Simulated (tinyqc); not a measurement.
Deep-level transient spectroscopy (DLTS) of one majority-carrier trap. From one set of inputs to another, one input at a time. Computed by tinyqc, a small Python program. Command: `OMP_NUM_THREADS=1 python tinyqc.py 3031268 3031269 out.jsonl dlts ladder`. One thread of a shared host (Intel(R) Xeon(R) Processor @ 2.30GHz), about 0.09 s of CPU time with the checks.

A filling pulse loads the traps in a one-sided junction; under reverse bias they empty at the rate e, and the capacitance relaxes as C(t) = C_0 - dC exp(-e t). The signal is S = [C(t_2) - C(t_1)]/dC.

The inputs printed are set A. Inputs not listed in the table keep their values of set A, so the rows need not describe a real material.

Inputs (values chosen for the exercise, with mass and screening modelled on 4H-SiC):

| quantity | value | unit |
|---|---|---|
| density-of-states mass m | 0.402 | m_0 |
| valleys M | 3 | - |
| trap depth E_t | 0.266 | eV |
| cross-section sigma_0 | 1.9e-16 | cm^2 |
| degeneracy ratio g | 1 | - |
| gate time t_1 | 0.002 | s |
| ratio t_2/t_1 | 5 | - |
| temperature T | 142 | K |
| doping N | 4.5e+15 | cm^-3 |
| trap density N_t | 2.5e+14 | cm^-3 |
| dielectric constant eps | 9.84 | - |
| built-in voltage V_b | 0.89 | V |
| reverse bias V_r | 7 | V |
| diode area | 0.0016 | cm^2 |

Carriers: electrons. Extra term: none.

Constants: k_B = 8.617333262e-05 eV/K; k_B = 1.380649e-23 J/K; m_0 = 9.1093837015e-31 kg; h = 6.62607015e-34 J s; eps_0 = 8.8541878128e-12 F/m; e = 1.602176634e-19 C.

Method:
- e = g sigma v N_b exp(-E/k_B T), v = sqrt(3 k_B T/m), N_b = 2 M (2 pi m k_B T/h^2)^(3/2), sigma = sigma_0, E = E_t.
- S(e) = exp(-e t_1) - exp(-e t_2) peaks at the rate window e_0 = ln(t_2/t_1)/(t_2 - t_1).
- T_p solves e(T) = e_0 (bisection between 15 and 1500 K); the half-height points solve S = S_max/2 on either side.
- W = sqrt(2 eps eps_0 (V_b + V_r)/(e N)), C_0 = eps eps_0 area/W. The pulse goes to zero bias, W_0 = W(V_r = 0). Traps within lambda = sqrt(2 eps eps_0 (E_t - E_F)/(e^2 N)) of the depletion edge stay filled, with E_F = k_B T_p ln(N_b/N) from the band, N_b = 2 M (2 pi m k_B T_p/h^2)^(3/2) (dopants taken as fully ionised). dC = C_0 (N_t/2N) f, f = [(W - lambda)^2 - max(W_0 - lambda, 0)^2]/W^2. The simple estimate is 2 N dC/C_0.

Each row keeps all changes above it:

| input moved | from | to | peak temperature T_p (K) | transient amplitude dC (fF) | emission rate e (1/s) |
|---|---|---|---|---|---|
| set A | - | - | 167.2 | 196.0 | 5.454e+00 |
| trap density N_t (cm^-3) | 2.5e+14 | 4e+14 | 167.2 | 313.7 | 5.454e+00 |
| gate time t_1 (s) | 0.002 | 0.008 | 156.6 | 311.5 | 5.454e+00 |
| cross-section sigma_0 (cm^2) | 1.9e-16 | 6.1e-15 | 134.9 | 307.3 | 1.751e+02 |
| trap depth E_t (eV) | 0.266 | 0.579 | 276.3 | 266.8 | 1.363e-09 |
| doping N (cm^-3) | 4.5e+15 | 1.6e+16 | 276.3 | 138.8 | 1.363e-09 |
| reverse bias V_r (V) | 7 | 1.4 | 276.3 | 128.7 | 1.363e-09 |
| ratio t_2/t_1 | 5 | 4 | 277.8 | 128.9 | 1.363e-09 |

Peak temperature T_p goes from 167 to 278, a factor 1.66 in all. The largest single move comes from trap depth E_t (a factor 2.05), and cross-section sigma_0 works against it (a factor 0.861). Transient amplitude dC goes from 196 to 129, a factor 0.658 in all. The largest single move comes from doping N (a factor 0.520), and trap density N_t works against it (a factor 1.60). Emission rate e goes from 5.45 to 1.36e-9, a factor 2.50e-10 in all. The largest single move comes from trap depth E_t (a factor 7.78e-12), and cross-section sigma_0 works against it (a factor 32.1). The single moves hold for this order of the switches; the total does not depend on the order.

Caution (rows set A, trap density N_t, gate time t_1, cross-section sigma_0, trap depth E_t): N_t is not very small against the doping, so the transient is not exactly a single exponential.

Extremes, crossings and ranges named in words are read from the listed rows.
